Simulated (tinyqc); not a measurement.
Worked calculation: power iteration on a symmetric matrix. Computed by tinyqc, a small Python program that keeps every step. Settings: method = power, shift = 0.15. Command: `OMP_NUM_THREADS=1 python tinyqc.py 30059 30060 out.jsonl` (the two numbers bound the seeds that draw the settings). One thread of a shared host (Intel(R) Xeon(R) Processor @ 2.60GHz), about 0.01 s of CPU time with the checks.

## Step 1

A:
```
          1         2         3
1  2.027000  0.048000  0.040000
2  0.048000  2.837000  0.159000
3  0.040000  0.159000  3.069000
```

vector v at the start: 0.577350  0.577350  0.577350

shift = 0.150000

w = (A - shift) v; v' = w/|w| with its largest component positive (the first on a tie); lambda = v'^T A v'.

vector after step 1: 0.419336  0.617587  0.665389

Rayleigh quotient after step 1 = 2.975145

## Step 2

As before.

vector after step 2: 0.295757  0.626119  0.721458

Rayleigh quotient after step 2 = 3.065398

## Course of the iteration

Stop when the residual |A v - lambda v| is below 1e-9.

Steps:

| step | lambda | residual |
|---|---|---|
| 1 | 2.97514487 | 3.87e-01 |
| 2 | 3.06539777 | 2.73e-01 |
| 3 | 3.10851557 | 1.87e-01 |
| 4 | 3.12852429 | 1.30e-01 |
| 5 | 3.13816756 | 9.30e-02 |
| 6 | 3.14320852 | 7.00e-02 |
| 7 | 3.14612133 | 5.53e-02 |
| 8 | 3.14796941 | 4.53e-02 |
| 9 | 3.14922788 | 3.81e-02 |
| 10 | 3.15012499 | 3.26e-02 |
| 11 | 3.15078181 | 2.80e-02 |
| 12 | 3.15126974 | 2.42e-02 |
| 13 | 3.15163498 | 2.10e-02 |
| 14 | 3.15190944 | 1.82e-02 |
| 15 | 3.15211606 | 1.58e-02 |
| 16 | 3.15227176 | 1.37e-02 |
| 17 | 3.15238912 | 1.19e-02 |
| 18 | 3.15247761 | 1.04e-02 |
| 19 | 3.15254432 | 8.99e-03 |
| 20 | 3.15259461 | 7.81e-03 |
| 21 | 3.15263253 | 6.78e-03 |
| 22 | 3.15266112 | 5.89e-03 |
| 23 | 3.15268267 | 5.11e-03 |
| 24 | 3.15269892 | 4.44e-03 |
| 25 | 3.15271116 | 3.85e-03 |
| 26 | 3.15272040 | 3.34e-03 |
| 27 | 3.15272736 | 2.90e-03 |
| 28 | 3.15273260 | 2.52e-03 |
| 29 | 3.15273656 | 2.19e-03 |
| 30 | 3.15273954 | 1.90e-03 |

all eigenvalues, for comparison: 2.023245  2.757007  3.152749

Not converged in 30 steps: the residual falls only by the ratio of the two largest distances of eigenvalues from the shift, 0.87 a step.
